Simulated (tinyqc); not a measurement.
## Rectangular fin or nanosheet with a gate all round, subbands and threshold shift from confinement: charge and subband filling against gate voltage

Undoped body with a flat potential across it, hard walls, transport along x. One isotropic valley (g = 1, mx = my = mz = me). Non-parabolicity enters the subband edges through E (1 + al E) = gamma, so E = 2 gamma/(1 + sqrt(1 + 4 al gamma)); motion within a subband is taken as parabolic with the band-edge mass. Energies are counted from the bulk band edge.

gamma = C pi^2 [a^2/(my (t + dl)^2) + b^2/(mz (H + dl)^2)], C = hbar^2/(2 m0). Each subband has N_k = g sqrt(2 mx m0 kB T/(pi hbar^2)). With degeneracy n = sum N_k F((EF - E_k)/Vt), F(x) = (1/sqrt(pi)) int_0^infinity u^(-1/2) du/(1 + exp(u - x)); gate: Vg = EF + q n/(Cg P), P = 2 (t + H), summed over the 60 lowest subbands at most, with Vg counted from the value that would put EF at the bulk band edge of an empty body. Cq = q dn/dEF.

Parameters, values chosen for the exercise; masses close to those of In0.53Ga0.47As:

| symbol | value | unit | meaning |
|---|---|---|---|
| T | 300 | K | temperature |
| me | 0.0405 | m0 | mass at the band edge |
| al | 1.2 | 1/eV | non-parabolicity |
| t | 7.3 | nm | width (along y) |
| dl | 0.3 | nm | widening of the box by penetration into the insulator |
| Cg | 2.4 | uF/cm^2 | gate capacitance per area of interface |
| H | 10.9 | nm | height (along z) |

Constants: q = 1.602176634e-19 C, kB = 1.380649e-23 J/K, hbar = 1.054571817e-34 J s, m0 = 9.1093837015e-31 kg, Vt = kB T/q, hbar^2/(2 m0) = 0.0380998212 eV nm^2. Results are converted to the units shown.

Results:
```
Vg (V)  EF - E_1 (eV)  n (cm^-1)  n/P (cm^-2)  share of the lowest subband (%)  Cq/(Cg P)  total C/(Cg P)
0.04          -0.1510       2722      7.478e8                            99.50   0.001927        0.001923
0.17         -0.02604    2.751e5     7.559e10                            99.37     0.1576          0.1362
0.29          0.06832    1.673e6     4.597e11                            96.21     0.2955          0.2281
0.41           0.1561    3.428e6     9.417e11                            74.67     0.4601          0.3151
0.67           0.3217    8.576e6     2.356e12                            43.29     0.8672          0.4644
0.79           0.3835    1.175e7     3.228e12                            34.53     0.9663          0.4914
0.92           0.4522    1.510e7     4.147e12                            29.20     0.8349          0.4550
1.04           0.5146    1.823e7     5.009e12                            25.80      1.089          0.5213
```

Estimate the missing row, Vg = 0.54 V.

Computed row:
```
Vg (V)  EF - E_1 (eV)  n (cm^-1)  n/P (cm^-2)  share of the lowest subband (%)  Cq/(Cg P)  total C/(Cg P)
0.54           0.2451    5.665e6     1.556e12                            57.08     0.5188          0.3416
```

With this row back in the table: EF passes E_1 = 0.191 eV at Vg = 0.201 V. The share of the lowest subband falls from 99.5 to 25.8 % and the total capacitance moves up and down between 0.00192 and 0.521 of Cg P. Between the last two rows 52 % of the added gate voltage goes into raising EF. For Vg = 0.54, 0.67, 0.79, 0.92, 1.04 the charge would bend the potential across the body by some 30 mV or more, which is left out.

Range of the model: Non-parabolicity also makes carriers heavier within each subband, which is left out, so densities of states are understated at high energy.

Program tinyqc, `OMP_NUM_THREADS=1 python tinyqc.py 2350108 2350109 out.jsonl`; Intel Xeon 2.30GHz, shared host, one thread, about 0.09 s.
